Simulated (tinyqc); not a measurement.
# Double-gate transistor below threshold, two-dimensional Poisson equation on a small mesh: effect of the channel length

Half of a symmetric double-gate structure: row 0 is the mid-plane of the body, where the normal field vanishes. Mobile charge is neglected (subthreshold), the body is fully depleted, and potentials are counted from the intrinsic level; rows run upward to the gate, columns from source to drain.

Mesh: rows i = 0..12 in the semiconductor (step hs = tb/12, row 12 on the interface), then 8 step(s) ho = tox/8 up to the gate row 20; columns j = 0..80 (step hy = L/80). Box integration, divided by eps0: up_i = eps hy/h of the interval above row i, dn_i = that of the interval below (0 for row 0), lat_i = (sum of eps h/2 over the intervals above and below)/hy, s_i = -q Na w_i hy/eps0 with w_i the semiconductor height of the box (hs/2 for row 0 and the interface row, hs between, 0 in the insulator). Each free node obeys (up + dn + 2 lat) psi = up psi(above) + dn psi(below) + lat [psi(left) + psi(right)] + s. Fixed values: gate row Vg - Vfb; column 0 at Vbi and the last column at Vbi + Vd in the semiconductor, each running linearly to Vg - Vfb across the insulator. The system is solved directly. On row 0 the minimum of psi and its place come from a parabola through the three lowest nodes; barrier = Vbi - minimum, swing = Vt ln 10/(d psi/dVg), DIBL = (d psi/dVd)/(d psi/dVg) there. Lambda = pi/k with k the smallest positive root of tan(k tox) tan(k tb) = eox/eps_r.

Parameters, values chosen for the exercise; semiconductor permittivity close to that of silicon:

| symbol | value | unit | meaning |
|---|---|---|---|
| T | 293 | K | temperature |
| eps_r | 11.8 |  | relative permittivity of the semiconductor |
| eox | 22 |  | relative permittivity of the insulator |
| tb | 8 | nm | half the body thickness |
| tox | 6.2 | nm | insulator thickness |
| Na | 2.5e18 | cm^-3 | acceptor density of the depleted body |
| Vbi | 0.47 | V | potential of the source |
| Vfb | 0.09 | V | gate offset |
| Vg | 0.05 | V | gate voltage |
| Vd | 0.5 | V | drain voltage |

Constants: q = 1.602176634e-19 C, kB = 1.380649e-23 J/K, Vt = kB T/q, eps0 = 8.8541878128e-14 F/cm where lengths are in cm. Results are converted to the units shown.

Result of one run:

| L (nm) | L/Lambda | barrier (V) | place y/L | swing (mV/decade) | DIBL (mV/V) |
|---|---|---|---|---|---|
| 47 | 1.969 | 0.6301 | 0.4549 | 66.16 | 50.25 |

What becomes of these results when the channel length L is changed from 47 to 26 nm, all else the same?

Result of the changed run:

| L (nm) | L/Lambda | barrier (V) | place y/L | swing (mV/decade) | DIBL (mV/V) |
|---|---|---|---|---|---|
| 26 | 1.089 | 0.3396 | 0.4088 | 107.9 | 293.4 |

The whole series:

| L (nm) | L/Lambda | barrier (V) | place y/L | swing (mV/decade) | DIBL (mV/V) |
|---|---|---|---|---|---|
| 21 | 0.8796 | 0.2114 | 0.3736 | 151.8 | 510.6 |
| 26 | 1.089 | 0.3396 | 0.4088 | 107.9 | 293.4 |
| 32 | 1.340 | 0.4606 | 0.4305 | 85.29 | 166.2 |
| 38 | 1.592 | 0.5473 | 0.4432 | 74.28 | 100.3 |
| 47 | 1.969 | 0.6301 | 0.4549 | 66.16 | 50.25 |
| 57 | 2.387 | 0.6803 | 0.4631 | 62.05 | 24.58 |
| 69 | 2.890 | 0.7099 | 0.4696 | 59.86 | 10.80 |
| 84 | 3.518 | 0.7254 | 0.4750 | 58.77 | 3.965 |

As L goes from 21 to 84 nm, the barrier rises from 0.211 to 0.725 V, the swing falls from 152 to 58.8 mV a decade and DIBL falls from 511 to 3.97 mV/V; the ideal swing is 58.1. L/Lambda goes from 0.88 to 3.5. Between the last two rows DIBL decays with a length of 15.0 nm; 2 Lambda/pi is 15.2 nm.

Computed by the program tinyqc: `OMP_NUM_THREADS=1 python tinyqc.py 2480133 2480134 out.jsonl`, one thread of a shared Intel Xeon 2.30GHz, about 0.2 s for the whole run.
